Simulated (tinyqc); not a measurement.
What moves the exposure: standing waves and exposure in a photoresist film.

Normal incidence from air. Unexposed resist: N1 = n1 + i k1 with k1 = (A + B) lam/(4 pi), lam in micrometres. r01 = (1 - N1)/(1 + N1), t01 = 2/(1 + N1). Substrate Ns = ns + i ks: r12 = (N1 - Ns)/(N1 + Ns). With p = exp(2 pi i N1 d/lam), the field at depth z is E(z) = t01 [exp(2 pi i N1 z/lam) + r12 p^2 exp(-2 pi i N1 z/lam)]/(1 + r01 r12 p^2), the relative intensity I(z) = n1 |E(z)|^2 and the reflectance R = |(r01 + r12 p^2)/(1 + r01 r12 p^2)|^2.

Parameters, chosen for this exercise (a resist on Si, indices near tabulated ones; the results hold for these values, not for the real material):
- lam = 248 nm (vacuum wavelength)
- n1 = 1.757 (resist index)
- A = 0.01 1/micrometre (bleachable absorption (Dill A))
- B = 0.96 1/micrometre (fixed absorption (Dill B))
- d = 445 nm (resist thickness)
- ns = 1.559 (substrate n)
- ks = 3.581 (substrate k)

The mean of I is over 800 depths.

Results for these values:

| case | \|r12\|^2 | R | mean I | I at the bottom |
|---|---|---|---|---|
| base | 0.5312 | 0.0828 | 1.3070 | 0.3979 |

What happens to each result for B = 1.16 1/micrometre, all else kept?

Answer: |r12|^2 falls from 0.5312 to 0.5294; R falls from 0.0828 to 0.0604; mean I falls from 1.3070 to 1.1987; I at the bottom falls from 0.3979 to 0.3556.

The same for each parameter in turn:

| case | \|r12\|^2 | R | mean I | I at the bottom |
|---|---|---|---|---|
| base | 0.5312 | 0.0828 | 1.3070 | 0.3979 |
| d = 455 nm | 0.5312 | 0.0801 | 1.3030 | 0.3886 |
| n1 = 1.775 | 0.5289 | 0.0495 | 1.3556 | 0.4160 |
| B = 1.16 1/micrometre | 0.5294 | 0.0604 | 1.1987 | 0.3556 |
| ks = 3.223 | 0.4791 | 0.0619 | 1.2681 | 0.4403 |
| ns = 1.715 | 0.5072 | 0.0790 | 1.2796 | 0.3777 |

Program tinyqc; command `OMP_NUM_THREADS=1 python tinyqc.py 1652464 1652465 out.jsonl`; about 0.01 s on one thread of a shared Intel(R) Xeon(R) Processor @ 2.30GHz.
